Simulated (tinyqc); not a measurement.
Worked calculation: density of states of one tight-binding band on the simple cubic lattice. Values are carried at full precision from step to step, so a last printed digit may differ when a step is redone from the rounded ones.

E(k) = -2 t (c1 + c2 + c3) - 4 t2 (c1 c2 + c2 c3 + c3 c1) with ci = cos(2 pi ki); k in fractions of the reciprocal vectors, mesh k_i = j/N with j = 0 .. N-1. Densities are per cell and per spin, so the band holds one state.

Inputs chosen for the exercise:
```
symbol  value   unit  meaning
t       0.64    eV    nearest hopping
t2      0       eV    second hopping
N       5             mesh points along each axis
bins    8             bins of the histogram
E_lo    -3.913  eV    lower end of the histogram
E_hi    3.917   eV    upper end
E       -2.79   eV    energy at which the density is wanted
sigma   0.192   eV    Gaussian width
```

## Energies on the mesh

Evaluate the band at all 125 points and collect equal values.

Distinct energies:
```
E_k (eV)  points
-3.8400        1
-2.9555        6
-2.0711       12
-1.5245        6
-1.1866        8
-0.6400       24
0.2445        24
0.7911        12
1.6755        24
3.1066         8
```

The 125 points give 10 distinct energies between -3.8400 and 3.1066 eV; a dense mesh gives a band from -3.840 to 3.840 eV.

## Histogram

Count the points in equal bins from E_lo to E_hi; g = count/(all points x bin width).

Histogram:
```
from (eV)  to (eV)  points  g (1/eV)
-3.9130    -2.9343       7    0.0572
-2.9343    -1.9555      12    0.0981
-1.9555    -0.9768      14    0.1144
-0.9768     0.0020      24    0.1962
0.0020      0.9808      36    0.2943
0.9808      1.9595      24    0.1962
1.9595      2.9383       0    0.0000
2.9383      3.9170       8    0.0654
```

Empty bins: 1 of 8; the fullest holds 36 points. Empty bins inside the band come from the coarse mesh, not from gaps.

## Gaussian broadening at one energy

Gaussian broadening: g(E) = mean over the mesh of exp(-(E - E_k)^2/(2 sigma^2))/(sigma sqrt(2 pi)), n(E) = mean of erfc((E_k - E)/(sigma sqrt 2))/2.

Sum over the distinct energies with their counts.

n(E) = 0.0467
g(E) = 0.0690 1/eV

## One tetrahedron of the mesh

For corner energies e1 <= e2 <= e3 <= e4 and eij = ei - ej, the share of the tetrahedron below E is n = (E - e1)^3/(e21 e31 e41) for e1 < E < e2; n = [e21^2 + 3 e21 x + 3 x^2 - (e31 + e42) x^3/(e32 e42)]/(e31 e41) with x = E - e2 for e2 < E < e3; n = 1 - (e4 - E)^3/(e41 e42 e43) for e3 < E < e4; its density of states is g = dn/dE.

corner energies, sorted (eV): -2.9555  -2.0711  -0.6400  0.2445

Find its share below E and its density of states at E.

n = 0.0007
g = 0.0125 1/eV

E lies between corners 1 and 2.

## Sum over all linear tetrahedra

Each cube of the mesh, corners numbered 0 to 7 as the binary number (i j l), is cut into six tetrahedra around the diagonal 0-7: 0137, 0157, 0237, 0267, 0457, 0467. For corner energies e1 <= e2 <= e3 <= e4 and eij = ei - ej, the share of the tetrahedron below E is n = (E - e1)^3/(e21 e31 e41) for e1 < E < e2; n = [e21^2 + 3 e21 x + 3 x^2 - (e31 + e42) x^3/(e32 e42)]/(e31 e41) with x = E - e2 for e2 < E < e3; n = 1 - (e4 - E)^3/(e41 e42 e43) for e3 < E < e4; its density of states is g = dn/dE.

Average n and g over all pieces of the mesh. The reference uses the same method with N = 36.

n(E) = 0.0178
g(E) = 0.0495 1/eV
reference n(E) = 0.040
reference g(E) = 0.064 1/eV

On this mesh the linear method errs by -0.015 1/eV in g and -0.023 in n; the Gaussian sum erred by +0.005 and +0.006.

## Checks

- States below the top of the band by the linear method against one: both 1.000000.

Run: tinyqc, `OMP_NUM_THREADS=1 python tinyqc.py 1681875 1681876 out.jsonl`; Intel(R) Xeon(R) Processor @ 2.30GHz, one thread, shared host; about 0.2 s of CPU time with all checks.
